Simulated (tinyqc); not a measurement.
# Octagonal on-chip spiral inductor, lumped pi model, step by step

tinyqc, about 0.01 s, one thread, Intel Xeon 2.30GHz (shared host): `OMP_NUM_THREADS=1 python tinyqc.py 2302066 2302067 out.jsonl` Printed values are rounded.

Outer diameter do = di + 2 n wd + 2 (n - 1) sp, mean da = (do + di)/2, fill p = (do - di)/(do + di), length l = 3.314 n da. L = 2.25 mu0 n^2 da/(1 + 3.55 p), mu0 = 4 pi 1e-7 H/m. Rs = rho l/(wd delta (1 - exp(-th/delta))), delta = sqrt(rho/(pi f mu0)). Cs = n wd^2 eps0 eo/hu across the coil. At each end Cox = l wd eps0 eo/(2 ho) leads to the substrate branch Rsi = 2 rs he/(l wd) in parallel with Csi = l wd eps0 11.7/(2 he). With one end grounded Y = 1/(Rs + i w L) + i w Cs + 1/[1/(i w Cox) + 1/(1/Rsi + i w Csi)], w = 2 pi f; Q = -Im Y/Re Y. Eddy currents in neighbouring turns and in the substrate are left out.

Inputs (values chosen for the exercise); values of the order met in silicon radio-frequency processes: number of turns n = 2.5; line width wd = 4 um; space between turns sp = 3 um; inner diameter di = 140 um; metal thickness th = 4 um; metal resistivity rho = 1.9 uohm cm; oxide below the coil ho = 9.8 um; oxide between coil and underpass hu = 0.7 um; relative permittivity of the oxide eo = 4.1; substrate resistivity rs = 100 ohm cm; effective spreading depth in the substrate he = 80 um; frequency f = 0.88 GHz.

Constants: eps0 = 8.8541878128e-12 F/m. Results are converted to the units shown.

## Geometry and model elements

do, l, L, delta, Rs, Cs, Cox, Rsi and Csi as defined.

do = 169 um
l = 1280.03 um
L = 2.04793 nH
delta = 2.33860 um
Rs = 3.17368 ohm
Cs = 2.07441 fF
Cox = 9.48326 fF
Rsi = 31249.2 ohm
Csi = 3.31509 fF

Rs is 2.09 times the direct-current value in this empirical form, which overstates the skin effect of a flat slab when delta is near th and so stands in for some current crowding.

## Admittance, quality factor and apparent inductance

Series branch 1/(Rs + i w L), substrate branch, total Y, Q = -Im Y/Re Y, apparent inductance Im(1/Y)/w, metal-only value w L/Rs, share of the loss in the substrate Re(substrate branch)/Re Y.

series branch = 22.9491-81.8805i mS
substrate branch = 0.0145869+0.0201783i mS
Y = 22.9637-81.8489i mS
Q = 3.56427
apparent inductance = 2.04842 nH
w L/Rs = 3.56791
share of the loss in the substrate = 0.0635214 %

Q is 99.9 % of the metal-only value.
